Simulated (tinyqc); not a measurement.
Donor level screened by free carriers (Yukawa potential), step by step. Values are carried at full precision from step to step, so a last printed digit may differ when a step is redone from the rounded ones.

Screening wave number: Debye ks^2 = 4 pi q n/(eps kB T); Thomas-Fermi ks^2 = 6 pi q n/(eps EF) with EF = c (3 pi^2 n/gv)^(2/3)/m, c = hbar^2/2m0; the two are joined by 1/ks^2 = sqrt(1/ks_D^4 + 1/ks_TF^4). 1e18/cm^3 = 1e-6/angstrom^3, q = e^2/(4 pi eps0).

Constants: e^2/(4 pi eps0) = 14.39964547 eV angstrom; kB = 8.617333262e-05 eV/K; hbar^2/2m0 = 3.80998211 eV angstrom^2; Ry = 13.60569312 eV; a0 (Bohr radius) = 0.5291772105 angstrom.

Parameters, chosen for this exercise (near those of a donor in Si, with one mean mass; shifted at random, so the results belong to these values and not to a real crystal): m = 0.305 m0 (mass); eps = 11.9 (dielectric constant); gv = 6 (valleys); T = 300 K (temperature); n = 1.6 x 1e18/cm^3 (free-carrier density).

## Units and screening length

Give Ry* = Ry m/eps^2, a* = a0 eps/m, EF, the three values of ks, and x = ks a*.

Ry* = 29.304 meV
a* = 20.65 angstrom
EF = 4.95 meV

ks: Debye, Thomas-Fermi, joined (1/angstrom): 0.03068  0.08584  0.03055

x = 0.6308

EF/kB T = 0.19, so the Debye value, the smaller one, controls the screening.

## One-parameter trial function

Potential -(q/(eps r)) exp(-ks r), q = e^2/(4 pi eps0). In units Ry* = Ry m/eps^2 and a* = a0 eps/m the problem is [-Laplacian - 2 exp(-x r)/r] psi = E psi with x = ks a*.

For exp(-z r): E(z) = z^2 - 8 z^3/(2z + x)^2 in Ry*. Scan z = 0.5, 0.6, ..., 1.1, then minimise; first order gives -1 + 2x.

Scan (Ry*):
```
z    kinetic  potential        E
0.5   0.2500    -0.3760  -0.1260
0.6   0.3600    -0.5155  -0.1555
0.7   0.4900    -0.6653  -0.1753
0.8   0.6400    -0.8231  -0.1831
0.9   0.8100    -0.9870  -0.1770
1.0   1.0000    -1.1559  -0.1559
1.1   1.2100    -1.3287  -0.1187
```

best z = 0.808
E = -0.1831 Ry*
binding = 5.37 meV

First order in x would give 0.262 Ry*, a rigid shift by q ks/eps; it overstates the loss of binding by 0.445 Ry*.

## Converged levels

Converged values use 18 functions exp(-z r), z = 1.55^i, i = -11 to 6: S = 2/A^3, H = z_i z_j S - 2/(A + x)^2, A = z_i + z_j.

The 1s and 2s levels and the mean radius.

1s = -0.1895 Ry*
binding = 5.55 meV
<r> = 41.9 angstrom
second root = 0.0000 Ry*

The trial function misses by 0.0064 Ry*. Screening leaves 19 % of the bare binding, 0.21 kB T. 2s is no longer bound (it unbinds at x = 0.310).

## Checks

- 1s at x = 0.5 against the known -0.29623 Ry*: both -0.29623.
- 1s at x = 0 against -1: both -1.00000.

Run: tinyqc, `OMP_NUM_THREADS=1 python tinyqc.py 1280362 1280363 out.jsonl`; Intel(R) Xeon(R) Processor @ 2.30GHz, one thread, shared host; about 0.01 s of CPU time with all checks.
